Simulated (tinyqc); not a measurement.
Electromigration in a confined line: Blech product, Korhonen stress evolution and Black's law: one step, computed by the program tinyqc.

The electron wind pushes atoms from the cathode (x = 0) to the anode (x = L); blocking ends build a back stress (tension positive). The input rho is taken not to change with temperature. d sigma/dt = d/dx [kappa (d sigma/dx + G)], with zero flux at both ends and sigma = sigma_0 at t = 0.

Problem. Stress along the line. sigma(x, t) = sigma_0 + G L [1/2 - x/L - 4 sum_(m odd) cos(m pi x/L) exp(-m^2 pi^2 s)/(m pi)^2], s = t/tau, summed to m = 399. Steady state: sigma_0 + G L (1/2 - x/L). Take x/L = 0, 0.1, 0.2, 0.3, 0.4, 0.6, 0.8 and 1.

Inputs (values chosen for the exercise, close to those used for copper lines): critical stress sigma_c = 120 MPa; initial stress sigma_0 = 42 MPa; line length L = 38 um; test temperature T = 340 C; time as a fraction of L^2/kappa, s = 0.024.

Start: thermal stress.

stress gradient G = 6.632034 MPa/um

Give: Stress (MPa).

Solution.

Stress (MPa):
```
x/L  at time s  steady state
0.0      86.05         168.0
0.1      65.36         142.8
0.2      52.83         117.6
0.3      46.31          92.4
0.4      43.37          67.2
0.6      40.63          16.8
0.8      31.17         -33.6
1.0      -2.05         -84.0
```

Caution: stresses above sigma_c are formal, since a void forms first.
